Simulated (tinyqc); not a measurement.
Hubbard chain of 3 sites, step by step. One step of it, computed by the program tinyqc.

Task: The many-body Hamiltonian. Basis: all placements (u, d, 2, 0 on each site), up operators ordered before down ones; hops carry the sign of the same-spin electrons passed.

one-body matrix (hopping and site energies) (eV), lower triangle:
```
           1          2         3
1  -0.450000
2  -1.750000  -0.550000
3   0.000000  -1.750000  0.310000
```

U = 6.600000 eV

electrons, up and down: 2  1

Give: H.

Result:

H (eV), lower triangle:
```
        2u0     u20     uud     20u     udu     u02     duu     02u
2u0   5.150
u20  -1.750   5.050
uud   0.000  -1.750  -0.690
20u  -1.750   0.000   0.000   6.010
udu   0.000  -1.750   0.000  -1.750  -0.690
u02   0.000   0.000  -1.750   0.000  -1.750   6.770
duu   0.000   0.000   0.000  -1.750   0.000   0.000  -0.690
02u   0.000   0.000   0.000   0.000  -1.750   0.000  -1.750   5.810
0u2   0.000   0.000   0.000   0.000   0.000  -1.750   0.000  -1.750

       0u2
0u2  6.670
```
